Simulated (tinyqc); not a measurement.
# p-n diode with diffusion and depletion-layer recombination: currents and ideality against junction voltage

Abrupt junction in the depletion approximation, low injection, full ionisation, neutral widths fixed, ohmic contact on the p side. Vj is the junction voltage; where a series resistance Rs is given, V = Vj + J Rs is the terminal voltage.

ni = sqrt(Nc Nv) exp(-Eg/(2 Vt)), Eg in volts; D = mu Vt; Ln = sqrt(Dn tn), Lp = sqrt(Dp tp); J0n = q ni^2 Dn coth(wp/Ln)/(Ln Na); J0p = (q ni^2 Dp/(Lp Nd)) (s + tanh(wn/Lp))/(1 + s tanh(wn/Lp)), s = Sp Lp/Dp. J_diff = (J0n + J0p)(exp(Vj/Vt) - 1). Vbi = Vt ln(Na Nd/ni^2), W = sqrt(2 eps0 eps_r (Vbi - Vj)(1/Na + 1/Nd)/q), xp = W Nd/(Na + Nd), xn = W Na/(Na + Nd); u(x) = q Na (x + xp)^2/(2 eps0 eps_r) for x < 0 and Vbi - Vj - q Nd (xn - x)^2/(2 eps0 eps_r) for x > 0; p = Na exp(-u/Vt), n = Nd exp((u - Vbi + Vj)/Vt); U = ni^2 (exp(Vj/Vt) - 1)/(tp (n + ni exp(Et/Vt)) + tn (p + ni exp(-Et/Vt))); J_scr = q times the integral of U from -xp to xn. J = J_diff + J_scr. Ideality = (1/Vt) dVj/d ln J or (1/Vt) dV/d ln J; last column ni^2 exp(Vj/Vt)/N^2.

Inputs (values chosen for the exercise); band and dielectric values close to those of In0.53Ga0.47As:
```
symbol    value        unit                                  meaning
T           293           K                              temperature
Eg        0.733          eV                                 band gap
eps_r        14                                relative permittivity
Nc      2.04e17       cm^-3   conduction-band density of states at T
Nv      7.41e18       cm^-3      valence-band density of states at T
Na       1.2e16       cm^-3                         acceptor density
Nd       2.5e15       cm^-3                            donor density
mun        9700  cm^2/(V s)          electron mobility in the p side
mup         270  cm^2/(V s)              hole mobility in the n side
tn         2e-8           s                        electron lifetime
tp         3e-7           s                            hole lifetime
wp           84          um              neutral width of the p side
wn          2.2          um              neutral width of the n side
Sp          1e7        cm/s  recombination velocity at the n contact
Rs       0.0038    ohm cm^2                        series resistance
Et            0          eV     trap level above the intrinsic level
```

Constants: q = 1.602176634e-19 C, kB = 1.380649e-23 J/K, Vt = kB T/q, eps0 = 8.8541878128e-14 F/cm where lengths are in cm. Results are converted to the units shown.

Currents and ideality against junction voltage:
columns A: Vj (V); B: J_diff (A/cm^2); C: J_scr (A/cm^2); D: J (A/cm^2); E: V (V); F: ideality against Vj; G: ideality against V; H: minority/doping, lighter side
```
A            B         C         D       E      F      G         H
0.12  1.488e-4  4.499e-5  1.938e-4  0.1200  1.095  1.095  6.912e-6
0.14  3.301e-4  7.177e-5  4.019e-4  0.1400  1.077  1.077  1.526e-5
0.17  0.001086  1.420e-4  0.001228  0.1700  1.051  1.051  5.008e-5
0.19  0.002400  2.225e-4  0.002622  0.1900  1.038  1.038  1.106e-4
0.21  0.005300  3.483e-4  0.005649  0.2100  1.027  1.028  2.441e-4
0.24   0.01739  6.827e-4   0.01808  0.2401  1.017  1.019  8.011e-4
0.26   0.03841  0.001072   0.03948  0.2602  1.012  1.018  0.001769
0.28   0.08481  0.001689   0.08650  0.2803  1.008  1.021  0.003906
0.31    0.2783  0.003356    0.2816  0.3111  1.005  1.047   0.01281
```

What does the comparison show?

The ideality against Vj falls from 1.09 to 1.01. Diffusion is the larger current in every row. J_scr alone has an ideality of 1.70 between the first two rows and 1.73 between the last two.

Program tinyqc, `OMP_NUM_THREADS=1 python tinyqc.py 2260067 2260068 out.jsonl`; Intel Xeon 2.30GHz, shared host, one thread, about 0.01 s.
